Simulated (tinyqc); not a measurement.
Rigid-ion and shell models of the dielectric response of an ionic crystal: one step, computed by the program tinyqc. Command: `OMP_NUM_THREADS=1 python tinyqc.py 3024982 3024983 out.jsonl shell walk`. One thread of a shared host (Intel(R) Xeon(R) Processor @ 2.30GHz), about 0.01 s of CPU time with the checks.

Charges +Z and -Z; 8 nearest neighbours, Madelung constant M = 1.762675, volume per ion pair Omega = 1.539601 d^3. Energy per pair U = -M Z^2 e2/d + 8 A exp(-d/rho), e2 = e^2/(4 pi eps_0). In the shell model the anion is a core of charge Y - Z and a massless shell of charge -Y, joined by the spring k; the repulsion acts on the shell. Each ion feels the Lorentz field E + (4 pi/3) P (Gaussian units).

Problem. Rigid ions. With C = 4 pi Z^2 e2/(3 Omega): mu lambda_TO = R - C, mu lambda_LO = R + 2 C; eps_inf = 1 and eps_s = lambda_LO/lambda_TO. lambda in eV/(angstrom^2 u) gives the wavenumber 15.6333042 x 33.35640952 x sqrt(lambda); mu is the reduced mass.

Inputs (values chosen for the exercise, for a model crystal): ionic charge Z = 1.41 e; cation mass = 61.6 u; anion mass = 79.9 u.

Structure: caesium chloride.

volume Omega = 30.64192 angstrom^3

repulsive spring R = 6.220295 eV/angstrom^2

Constants: e^2/(4 pi eps_0) = 14.39964548 eV angstrom; nu for 1 eV/(angstrom^2 u) = 15.6333042 THz; 1 THz = 33.35640952 1/cm.

Give: Coulomb spring C; omega_TO, rigid ions; omega_LO, rigid ions; eps_s, rigid ions.

Solution.

Coulomb spring C = 3.913 eV/angstrom^2

omega_TO, rigid ions = 134.3 1/cm

omega_LO, rigid ions = 331.4 1/cm

eps_s, rigid ions = 6.089
